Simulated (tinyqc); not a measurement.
A ladder of methods, and size consistency: correlation methods against full CI in the sto-3g basis, for BeH2, spin multiplicity 1. Computed by the program tinyqc with PySCF. All electrons correlated; +Q is the Davidson correction (1 - c0^2) E_corr. The last columns treat two copies 100 angstrom apart as one system. FCI is the lowest singlet.

Geometry (angstrom):
```
atom       x        y       z
Be    0.0000   0.0000  0.0000
H     0.0000   1.3110  0.0730
H     0.0000  -1.2550  0.0700
```

RHF energy of one = -15.560244 hartree

Correlation energies (hartree):
```
method   E_corr of one  share of FCI (%)  E_corr of two at 100 angstrom  two minus twice one (mhartree)
MP2           -0.02229            67.051                       -0.04457                           0.000
CISD          -0.03256            97.948                       -0.06363                           1.483
CISD+Q        -0.03333           100.290                       -0.06646                           0.212
CCSD          -0.03287            98.903                       -0.06575                           0.000
CCSD(T)       -0.03307            99.493                       -0.06614                           0.000
FCI           -0.03324           100.000                              -                               -
```

What does the comparison show, and why?

MP2 recovers 67 %, CISD 97.9 % and CCSD 98.9 % of the FCI value (c0^2 = 0.976 in CISD). MP2 and coupled cluster are size consistent, so their last column vanishes; CISD loses 1.48 mhartree, since a double excitation on each copy is a quadruple of the pair, and the Davidson correction leaves +0.21.
